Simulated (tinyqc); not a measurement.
Precursor delivery by bubblers, mass-transport growth and the solid composition of a III-V alloy: one step, computed by the program tinyqc. Command: `OMP_NUM_THREADS=1 python tinyqc.py 3001567 3001568 out.jsonl movpe_thermo walk`. One thread of a shared host (Intel(R) Xeon(R) Processor @ 2.30GHz), about 0.01 s of CPU time with the checks.

1 sccm = 44.615 micromol/min; 1 torr = 133.322 Pa. The sources decompose fully at the surface.

Question. Partial pressures in the reactor. p_i = p n_i/(44615 F_t), F_t in slm; p_V = p F_V/(1000 F_t), counted per molecule supplied; V/III = 44.615 F_V/(n1 + n2); vapour fraction of source 2 = n2/(n1 + n2).

Inputs (values chosen for the exercise, modelled on trimethylgallium (source 1) and trimethylindium (source 2) for the vapour pressures): bath temperature T1 = 263 K; bath temperature T2 = 295 K; total flow F_t = 5.3 slm; group-V flow F_V = 40 sccm; reactor pressure p = 100 torr.

molar flow 1 = 11.67250 micromol/min

molar flow 2 = 26.62670 micromol/min

Give: p_1; p_2; p_V; V/III ratio; vapour fraction of source 2.

Answer.

p_1 = 0.0049364 torr

p_2 = 0.011261 torr

p_V = 0.75472 torr

V/III ratio = 46.596

vapour fraction of source 2 = 0.69523
